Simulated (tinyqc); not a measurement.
Threshold for a surface state: Tamm state at the end of a one-band chain.

A half-infinite chain with site energy 0 and hopping -t, band E = -2t cos(ka); the end site has energy D. The surface Green function of the unperturbed half chain is g = (E -/+ sqrt(E^2 - 4t^2))/(2t^2), the root with |t g| <= 1 and Im g <= 0, and with the shift G = g/(1 - D g).

Inputs chosen for the exercise: t = 0.96 eV (hopping); a = 3.9 angstrom (spacing).

For |D| > t: E = D + t^2/D, weight on the end site 1 - t^2/D^2, decay length of the amplitude a/ln|D/t|; a dash: no bound state. The last column is the surface density -Im G/pi at E = 0.

Against D:
```
D/t    D (eV)   E (eV)  end weight  decay length (angstrom)  density at E = 0 (1/eV)
-3.00  -2.880  -3.2000      0.8889                     3.55                   0.0332
-2.00  -1.920  -2.4000      0.7500                     5.63                   0.0663
-1.40  -1.344  -2.0297      0.4898                    11.59                   0.1120
-1.10  -1.056  -1.9287      0.1736                    40.92                   0.1500
-0.80  -0.768        -           -                        -                   0.2022
0.50    0.480        -           -                        -                   0.2653
0.95    0.912        -           -                        -                   0.1743
1.05    1.008   1.9223      0.0930                    79.93                   0.1577
1.30    1.248   1.9865      0.4083                    14.86                   0.1233
2.50    2.400   2.7840      0.8400                     4.26                   0.0457
```

What can be read from this table?

A state splits off only for |D| > t = 0.96 eV, although in the middle of an endless chain any shift binds one. Just past the threshold, at D/t = 1.05, it lies 2.3 meV outside the band and spreads over 79.9 angstrom; at D/t = -3 it holds 89 % of the end site, and the density left at the band centre has fallen to 0.10 of the clean value.

tinyqc: `OMP_NUM_THREADS=1 python tinyqc.py 1452673 1452674 out.jsonl`; about 0.01 s, one thread, shared Intel(R) Xeon(R) Processor @ 2.30GHz.
